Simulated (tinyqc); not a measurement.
Brouwer diagram: defect equilibria of an oxide against oxygen pressure (mass action). Computed by tinyqc, a small Python program. Command: `OMP_NUM_THREADS=1 python tinyqc.py 3025541 3025542 out.jsonl brouwer walk`. One thread of a shared host (Intel(R) Xeon(R) Processor @ 2.30GHz), about 0.01 s of CPU time with the checks.

Defects: oxygen vacancies V (charge +2), electrons n, holes p, the ionic partner X = V_M'' (charge -2), and the dopant. Activities are taken equal to concentrations.

Inputs (values chosen for the exercise, for a model oxide):
```
quantity                  value             unit
reduction enthalpy H_r      4.9               eV
prefactor K_r0          1.4e+68  cm^-9 atm^(1/2)
gap E_g                    2.21               eV
prefactor N_c N_v       1.4e+40            cm^-6
disorder enthalpy H_s      4.08               eV
prefactor K_s0          1.2e+45            cm^-6
dopant density N_d      9.8e+18            cm^-3
temperature T               900                K
```

Ionic disorder: Schottky, oxide MO. Dopant (singly charged, fully ionised): donor.

Constants: k_B = 8.617333262e-05 eV/K.

Method:
- K_r = K_r0 exp(-H_r/k_B T) = [V] n^2 P^(1/2); K_i = N_c N_v exp(-E_g/k_B T) = n p; K_s = K_s0 exp(-H_s/k_B T) = [X] [V].
- Neutrality: 2 [V] + p + N_d = n + 2 [X]. With n as the unknown, [V] = K_r/(n^2 P^(1/2)), p = K_i/n, [X] = K_s/[V]; the log ratio is ln(positive/negative).
- The root is found by 60 bisections in ln n between n = 1e-10 and 1e25 cm^-3.
- The slope is d log n / d log P from this row and the one above; the last column names the largest term on each side. Pressures that give more than 3e21 cm^-3 are left out.

K_r = 5.09725e+40 cm^-9 atm^(1/2)

K_i = 5.89756e+27 cm^-6

K_s = 1.70682e+22 cm^-6

Log10 of the densities in cm^-3:
```
log10 P (atm)       n     [V]       p     [X]  slope of n      balance
-32            19.164  18.379  8.6066   3.853           -      N_d = n
-28            18.996  16.716  8.7749   5.516    -0.04206      N_d = n
-24            18.991  14.725  8.7794   7.507    -0.00113      N_d = n
-20            18.991  12.725  8.7794   9.507    -0.00001      N_d = n
-16            18.991  10.725  8.7794  11.507     0.00000      N_d = n
-12            18.991   8.725  8.7794  13.507     0.00000      N_d = n
-8             18.991   6.725  8.7797  15.507    -0.00007      N_d = n
-4             18.965   4.777  8.8055  17.455    -0.00644      N_d = n
0              18.498   3.710  9.2722  18.522    -0.11668  N_d = 2 [X]
```

Regimes: N_d = n from log P = -32 to -4, where that balance predicts a slope of 0 and the table comes as close as 0.000; N_d = 2 [X] at log P = 0 alone (slope -1/4 deep inside that regime).

Extremes, crossings and ranges named in words are read from the listed rows.
